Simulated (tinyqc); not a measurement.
## Drift layer from breakdown voltage and on-resistance

Inverse problem. An ideal drift layer with a triangular field at breakdown has BV = Ec W/2, N = eps0 eps_r Ec/(q W) and Ron = W/(q mu N). Find Ec, W and N.

Parameters, values chosen for the exercise:

| symbol | value | unit | meaning |
|---|---|---|---|
| eps_r | 16.1 |  | relative permittivity |
| mu | 4140 | cm^2/(V s) | electron mobility of the drift layer |

Constants: q = 1.602176634e-19 C, eps0 = 8.8541878128e-14 F/cm where lengths are in cm. Results are converted to the units shown.

BV = 354.57245 V
Ron = 17.532147 mohm cm^2

Solution. Eliminating W and N gives Ron = 4 BV^2/(eps0 eps_r mu Ec^3), which yields Ec.

Ec = 169.4 kV/cm
W = 41.86 um
N = 3.600e14 cm^-3

Numbers from tinyqc (`OMP_NUM_THREADS=1 python tinyqc.py 2120048 2120049 out.jsonl`; about 0.05 s on one thread of a shared Intel Xeon 2.30GHz).
